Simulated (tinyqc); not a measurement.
Surface potential of a MOS transistor: implicit equation and explicit approximations: accuracy of the approximations against gate voltage.

p-type body, charge-sheet picture, depletion and inversion only, full ionisation (an idealisation for deep acceptors), Boltzmann statistics (rough once Na exp(x - xn) passes about Nc/7). In units of Vt: xg = (Vg - Vfb)/Vt, x = psi/Vt, G = gamma/sqrt(Vt), xn = (2 phiF + Vc)/Vt. The implicit equation is (xg - x)^2 = G^2 [x - 1 + exp(x - xn)] for x above about 3. Cox = eps0 eox/tox.

ni = sqrt(Nc Nv) exp(-Eg/(2 Vt)), Eg in volts; phiF = Vt ln(Na/ni); gamma = sqrt(2 q eps0 eps_r Na)/Cox; VT = Vfb + Vt (xn + G sqrt(xn - 1)). Depletion value a = 1 + [sqrt(G^2/4 + xg - 1) - G/2]^2; inversion value b = xn + ln[(xg - xn)^2/G^2 - xn + 1] and first guess y = min(a, b) - ln(1 + exp(-|a - b|)) if a > xn + 1, else b = y = a; one second-order correction with D = exp(y - xn), p = 2 (xg - y) + G^2 (1 + D), w = (xg - y)^2 - G^2 (y - 1 + D): z = y + 2 w/(p + sqrt(p^2 - 2 (2 - G^2 D) w)), or the Newton step z = y + w/p where the root is not real. N_inv = (Cox Vt G/q) [sqrt(x - 1 + exp(x - xn)) - sqrt(x - 1)] at the root. Lambert form (Cox m Vt/q) W0[(G/(2 m sqrt(xn - 1))) exp((Vg - VT)/(m Vt))], m = 1 + G/(2 sqrt(xn - 1)). Errors under 1e-4 mV, and the linear form below VT, are printed as 0.

Parameters, values chosen for the exercise; band and dielectric values close to those of silicon:
- T = 350 K (temperature)
- Eg = 1.11 eV (band gap)
- eps_r = 11.7 (relative permittivity)
- Nc = 3.58e19 cm^-3 (conduction-band density of states at T)
- Nv = 3.28e19 cm^-3 (valence-band density of states at T)
- eox = 7.52 (relative permittivity of the gate insulator (close to silicon nitride))
- tox = 11 nm (insulator thickness)
- Na = 1.8e16 cm^-3 (acceptor density)
- Vfb = -0.66 V (flat-band voltage)
- Vc = 1 V (channel-body voltage)

Constants: q = 1.602176634e-19 C, kB = 1.380649e-23 J/K, Vt = kB T/q, eps0 = 8.8541878128e-14 F/cm where lengths are in cm. Results are converted to the units shown.

Results:

| Vg (V) | psi (V) | x - xn | error of y (mV) | error of z (mV) | N_inv (cm^-2) | Cox (Vg - VT)/q (cm^-2) | Lambert form (cm^-2) |
|---|---|---|---|---|---|---|---|
| 0.76 | 1.277 | -12.50 | 0 | 0 | 2.421e4 | 0 | 2.039e4 |
| 0.96 | 1.467 | -6.218 | 3.04e-3 | 0 | 1.209e7 | 0 | 1.127e7 |
| 1.16 | 1.656 | 0.03801 | 1.49 | 0 | 5.900e9 | 1.045e10 | 5.928e9 |
| 1.36 | 1.778 | 4.107 | 29.3 | 8.74 | 2.751e11 | 7.661e11 | 2.943e11 |
| 1.56 | 1.822 | 5.568 | 24.8 | 7.24 | 8.562e11 | 1.522e12 | 9.143e11 |
| 1.96 | 1.866 | 7.000 | 15.6 | -1.21 | 2.197e12 | 3.033e12 | 2.314e12 |
| 2.16 | 1.879 | 7.460 | 13.4 | -0.672 | 2.897e12 | 3.788e12 | 3.037e12 |
| 2.36 | 1.891 | 7.836 | 11.8 | -0.423 | 3.608e12 | 4.544e12 | 3.767e12 |

Estimate the missing row, Vg = 1.76 V.

Computed row:

| Vg (V) | psi (V) | x - xn | error of y (mV) | error of z (mV) | N_inv (cm^-2) | Cox (Vg - VT)/q (cm^-2) | Lambert form (cm^-2) |
|---|---|---|---|---|---|---|---|
| 1.76 | 1.848 | 6.406 | 19.0 | -2.81 | 1.512e12 | 2.277e12 | 1.603e12 |

With this row back in the table: psi rises from 1.28 to 1.89 V and ends 7.8 Vt above 2 phiF + Vc. Among the rows the first guess is off by at most 29 mV (at Vg = 1.36 V) and the corrected value by at most 8.7 mV. In the last row the linear form is 26 % above N_inv and the Lambert form 4.4 % above it; in the first row the Lambert form is 16 % below it. For Vg = 1.76, 1.96, 2.16, 2.36 the electron quasi-Fermi level lies less than 2 Vt below the band edge at the surface, or above it, where degeneracy and confinement, left out, matter.

Computed by the program tinyqc: `OMP_NUM_THREADS=1 python tinyqc.py 2122153 2122154 out.jsonl`, one thread of a shared Intel Xeon 2.30GHz, about 0.01 s for the whole run.
